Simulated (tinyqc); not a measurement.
What each parameter does: pair of shallow donors (hydrogen-like orbitals).

Each donor has the orbital exp(-r/a); energy unit Ha* = q/(eps a), q = e^2/(4 pi eps0), so that a lone donor is bound by Ha*/2; x = R/a. One electron: S = (1 + x + x^2/3) exp(-x), j = 1/x - (1 + 1/x) exp(-2x), k = (1 + x) exp(-x); levels E(+/-) = -1/2 - (j +/- k)/(1 +/- S) in Ha*, without the repulsion of the ions, split by D = |E(-) - E(+)|. In six valleys the overlaps S and k are multiplied by v = [cos(K Rx) + cos(K Ry) + cos(K Rz)]/3, K = k0 (2 pi/a_lat), for isotropic envelopes and the symmetric valley state.

Two electrons, Heitler-London: with S' = (1 - x + x^2/3) exp(x), C = 1/x - exp(-2x)(1/x + 11/8 + 3x/4 + x^2/6), X = (1/5){exp(-2x)(25/8 - 23x/4 - 3x^2 - x^3/3) + (6/x)[S^2 (0.5772157 + ln x) + S'^2 Ei(-4x) - 2 S S' Ei(-2x)]}, Q = C - 2j + 1/x and A = X - 2 S k + S^2/x, the singlet and triplet lie at (Q +/- w A)/(1 +/- w S^2) from two lone donors, with the valley weight w = v^2; the exchange is J = triplet - singlet.

Constants: e^2/(4 pi eps0) = 14.39964547 eV angstrom.

Parameters, chosen for this exercise (near those of two donors in Si; not measured data): a = 19.3 angstrom (orbital radius); eps = 11.7 (dielectric constant); n = (15, 1, 0) a_lat (separation vector); a_lat = 5.431 angstrom (lattice constant); k0 = 0.85 2 pi/a_lat (valley position).

x, D = |E(-) - E(+)| and J.

Results for these values:

| case | x | D (meV) | J (micro-eV) |
|---|---|---|---|
| base | 4.230 | 2.559 | 256 |

What happens to each result for a = 17.4 angstrom, all else kept?

Answer: x rises from 4.230 to 4.692; D falls from 2.559 to 2.009; J falls from 256 to 142.

The same for each parameter in turn:

| case | x | D (meV) | J (micro-eV) |
|---|---|---|---|
| base | 4.230 | 2.559 | 256 |
| a = 17.4 angstrom | 4.692 | 2.009 | 142 |
| eps = 12.9 | 4.230 | 2.321 | 232 |
| k0 = 0.83 2 pi/a_lat | 4.230 | 0.8497 | 28.6 |
| n = (16, 1, 0) a_lat | 4.511 | 1.015 | 40.5 |

tinyqc: `OMP_NUM_THREADS=1 python tinyqc.py 1250074 1250075 out.jsonl`; about 0.01 s, one thread, shared Intel(R) Xeon(R) Processor @ 2.30GHz.
